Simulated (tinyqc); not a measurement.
Thermal stress, cracking, delamination and buckling of a thin film; Griffith cracks and misfitting inclusions: one step, computed by the program tinyqc. Command: `OMP_NUM_THREADS=1 python tinyqc.py 3004616 3004617 out.jsonl filmcrack walk`. One thread of a shared host (Intel(R) Xeon(R) Processor @ 2.30GHz), about 0.01 s of CPU time with the checks.

Isotropic linear elasticity; the substrate is much thicker than the film; stress is positive in tension.

Task: A misfitting inclusion. Film material fills a long cylinder of radius R in the substrate, with the misfit e = thermal strain (it wants to shrink if e > 0). With the axial strain held by the substrate, s0 = (1 + nu) e/[(1 + nu)(1 - 2 nu)/E + (1 + nu_s)/E_s]; inside s_rr = s_tt = s0 and s_zz = E e + 2 nu s0; outside s_rr = s0 (R/r)^2, s_tt = -s_rr. Keep-out radius: where |s_rr| falls to 10 MPa (R if it is lower at the wall).

Inputs (values chosen for the exercise, modelled on a silicon nitride film on silicon):
```
quantity,value,unit
film Young's modulus E,238,GPa
film Poisson ratio nu,0.25,-
deposition temperature T_d,1025,K
final temperature T,300,K
substrate Young's modulus E_s,167,GPa
substrate Poisson ratio nu_s,0.24,-
inclusion radius R,0.18,micrometre
```

Inclusion: long cylinder (a filled via).

thermal strain = -1.667500e-04

Give: radial stress at the wall s0; mean stress inside; keep-out radius.

Result:

radial stress at the wall s0 = -20.738 MPa

mean stress inside = -30.510 MPa

keep-out radius = 0.25921 micrometre

The stress does not depend on R; its reach scales with R.
